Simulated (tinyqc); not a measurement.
## Well width from the intersubband spacing

Question. In an empty well of width L and depth Vb, level k solves kw L/2 = (k - 1) pi/2 + arctan(sqrt((mw/mb)(Vb - E)/E)) with kw = sqrt(mw E/C), C = hbar^2/(2 m0). Find L, E1 and E2 from the spacing.

Values chosen for this exercise; material values those of a made-up well: mass along z in the well mw = 0.0738 m0; mass along z in the barriers mb = 0.0803 m0; barrier height Vb = 0.129 eV.

Constants: q = 1.602176634e-19 C, hbar = 1.054571817e-34 J s, m0 = 9.1093837015e-31 kg, hbar^2/(2 m0) = 0.0380998212 eV nm^2. Results are converted to the units shown.

E2 - E1 = 27.412005 meV

Solution. Both levels are solved for trial widths until their difference matches. A second level is bound only for L above 6.28 nm, and over that range one width gives this spacing.

L = 19.20 nm
E1 = 9.292 meV
E2 = 36.70 meV

tinyqc, about 0.3 s, one thread, Intel Xeon 2.30GHz (shared host): `OMP_NUM_THREADS=1 python tinyqc.py 2140141 2140142 out.jsonl`
